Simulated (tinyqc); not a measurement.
## MOS inversion layer, Poisson-Schroedinger loop: effect of the sheet density of electrons

Electrons confined at an insulator interface at z = 0, treated as a hard wall; parabolic valleys, Hartree approximation, no image or exchange terms. The depletion charge lies far deeper than the electrons and gives a uniform field q Nd/(eps0 eps_r); the gate balances all charge. Energies are counted from the band edge at the interface.

Schroedinger equation -(C/mz) psi'' + (V0 + U + dE for set B) psi = E psi, C = hbar^2/(2 m0), psi(0) = 0, on a uniform mesh of 800 nodes with a far wall at 35 nm, 8 levels a set; V0 = q Nd z/(eps0 eps_r); dU/dz = q (Ns - integral of n from 0 to z)/(eps0 eps_r), U(0) = 0; N_k = g md m0 q Vt/(pi hbar^2) ln(1 + exp((EF - E_k)/Vt)), g the number of valleys of the set, sum N_k = Ns. Triangular well: E_k = a_k (C F^2/mz)^(1/3), a_1 = 2.338107, a_2 = 4.087949, C = hbar^2/(2 m0), F in eV/nm. Fang-Howard (all electrons in the lowest level of set A): b^3 = 6 (mz1/C) q (Nd + 11 Ns/32)/(eps0 eps_r), centroid 3/b, level C b^2/(4 mz1) + (3/b) q (Nd + 11 Ns/16)/(eps0 eps_r). The centroid adds 3.9 z_av/eps_r to an oxide-equivalent thickness.

Values chosen for this exercise; masses and permittivity close to those of silicon (100):
- T = 300 K (temperature)
- eps_r = 11.7 (relative permittivity)
- mz1 = 0.908 m0 (mass along z of valley set A (2 valley(s)))
- md1 = 0.187 m0 (in-plane density-of-states mass of set A)
- mz2 = 0.193 m0 (mass along z of valley set B (4 valley(s)))
- md2 = 0.418 m0 (in-plane density-of-states mass of set B)
- Nd = 5.1e11 cm^-2 (sheet density of depletion charge)
- dE = 0.03 eV (extra shift of set B (strain))

Constants: q = 1.602176634e-19 C, kB = 1.380649e-23 J/K, hbar = 1.054571817e-34 J s, m0 = 9.1093837015e-31 kg, Vt = kB T/q, eps0 = 8.8541878128e-14 F/cm where lengths are in cm, hbar^2/(2 m0) = 0.0380998212 eV nm^2. Results are converted to the units shown.

Result of one run:

| A1 (meV) | B1 (meV) | EF (meV) | share of A1 (%) | share of set A (%) | centroid z_av (nm) | added oxide equivalent (nm) | Fang-Howard centroid (nm) |
|---|---|---|---|---|---|---|---|
| 39.3 | 93.7 | -59.3 | 42.0 | 70.6 | 4.37 | 1.46 | 2.76 |

Which sheet density of electrons Ns gave this result: 2.1e11, 4.5e11, 2.1e12 or 9.4e12 cm^-2?

Ns = 2.1e11 cm^-2.

The whole series:

| Ns (cm^-2) | A1 (meV) | B1 (meV) | EF (meV) | share of A1 (%) | share of set A (%) | centroid z_av (nm) | added oxide equivalent (nm) | Fang-Howard centroid (nm) |
|---|---|---|---|---|---|---|---|---|
| 1e11 | 35.7 | 88.7 | -83.2 | 40.5 | 70.0 | 4.53 | 1.51 | 2.82 |
| 2.1e11 | 39.3 | 93.7 | -59.3 | 42.0 | 70.6 | 4.37 | 1.46 | 2.76 |
| 4.5e11 | 46.7 | 104 | -30.1 | 45.0 | 71.9 | 4.08 | 1.36 | 2.64 |
| 9.7e11 | 60.9 | 123 | 7.73 | 50.1 | 74.1 | 3.63 | 1.21 | 2.44 |
| 2.1e12 | 87.0 | 158 | 59.9 | 57.8 | 77.6 | 3.03 | 1.01 | 2.15 |
| 4.4e12 | 130 | 215 | 132 | 66.2 | 81.6 | 2.44 | 0.812 | 1.82 |
| 9.4e12 | 205 | 312 | 244 | 73.4 | 85.0 | 1.90 | 0.632 | 1.48 |
| 2e13 | 331 | 476 | 428 | 76.3 | 85.8 | 1.48 | 0.494 | 1.18 |

As Ns goes from 1e11 to 2e13, A1 rises from 35.7 to 331 meV, the share of A1 rises from 40.5 to 76.3 % and the centroid falls from 4.53 to 1.48 nm. A1 goes as Ns^(0.63) between the last two rows (a triangular well in the field of that charge alone gives 2/3). EF lies more than 2 meV above A1 for Ns = 9.4e12, 2e13. The Fang-Howard centroid is 38 % below the full one in the first row, where A1 holds 40.5 %, and 20 % below it in the last, where A1 holds 76.3 %.

Numbers from tinyqc (`OMP_NUM_THREADS=1 python tinyqc.py 2160118 2160119 out.jsonl`; about 1 s on one thread of a shared Intel Xeon 2.30GHz).
